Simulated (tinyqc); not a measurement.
From intrinsic f_T back to gate length L: charge control and current of a heterostructure field-effect transistor. Computed by tinyqc, a small Python program. Command: `OMP_NUM_THREADS=1 python tinyqc.py 3031218 3031219 out.jsonl hemt inv`. One thread of a shared host (Intel(R) Xeon(R) Processor @ 2.30GHz), about 0.03 s of CPU time with the checks.

Two subbands in a triangular well; E_F is counted from the conduction band edge of the channel at the interface.

Inputs (values chosen for the exercise, modelled on AlGaN/GaN): channel mass m = 0.2 m_0; permittivity eps (barrier and channel) = 9.54; barrier thickness d = 11 nm; Schottky barrier phi_B = 1.3 eV; conduction band offset dE_c = 0.43 eV; polarisation charge sigma/e = 1.5e+13 1/cm^2; gate voltage V_G = 0 V; mobility mu = 2000 cm^2/(V s); saturation velocity v_s = 1.2 1e7 cm/s; source resistance R_S = 1.3 ohm mm; temperature T = 400 K; mixing = 0.5; iteration cap = 200.

Charge source: polarisation. Velocity law: smooth.

Constants: e = 1.602176634e-19 C; eps_0 = 8.8541878128e-12 F/m; k_B = 8.617333262e-05 eV/K; hbar = 1.054571817e-34 J s; m_0 = 9.1093837015e-31 kg; k_B = 1.380649e-23 J/K.

Method:
- Threshold V_T = phi_B - dE_c - sigma d/(eps eps_0) (in volts); C_b = eps eps_0/d.
- Charge control: n_s = C_b (V_G - V_T - E_F/e)/e. Well: mean field F = e n_s/(2 eps eps_0), E_i = (hbar^2/2m)^(1/3) [(3 pi e F/2)(i + 3/4)]^(2/3), i = 0, 1; n_s = D k_B T sum_i ln(1 + exp((E_F - E_i)/k_B T)), D = m/(pi hbar^2), which is solved in closed form for E_F.
- Iteration from n_s = C_b (V_G - V_T)/(2e): E_F from n_s, n_out from the charge control, n_new = n_s + mixing (n_out - n_s), kept above n_s/10; stop when |n_out/n_s - 1| < 1e-9.
- C_g = e dn_s/dV_G = 1/(1/C_b + 1/C_q), 1/C_q = d(E_F/e)/d(e n_s) by a central difference of +/- 0.1 % in n_s; added distance dd = eps eps_0/C_q.
- With V = e n_s/C_g and V_c = v_s L/mu: for v = mu F/(1 + mu F/v_s), V_Dsat = V_c (sqrt(1 + 2V/V_c) - 1) and I/W = C_g v_s (V - V_Dsat); g_m = dI/dV; extrinsic g_m/(1 + g_m R_S); f_T = g_m/(2 pi C_g L).

Task: A run gave the result below. Find the gate length L, known to lie between 79 and 170 nm.

intrinsic f_T = 166.0942 GHz

Result:

Each step takes the trial c = (a f_b - b f_a)/(f_b - f_a), f being the result less the target and a, b, c the logarithms of the listed values; c replaces end b, the old b replaces a if the sign of f changed, and otherwise f_a is halved.

Scan of the range:
```
gate length L (nm)  intrinsic f_T (GHz)
79.0                            216.701
89.8                            189.198
102.0                           165.227
116.0                           144.019
132.0                           125.374
150.0                           109.229
170.0                            95.370
```

False position (Illinois rule, in the logarithm of the input) inside the bracket:
```
step    end a    end b    trial  intrinsic f_T (GHz)
1      89.800  102.000  101.531              166.040
2      89.800  101.531  101.473              166.141
3     101.531  101.473  101.500              166.094
4     101.473  101.500  101.500              166.094
```

Intrinsic f_T falls at every point of a 13-point scan of the range (every second point is shown), so one value fits; it is bracketed by 89.8 and 102. Answer: gate length L = 101.5 nm.
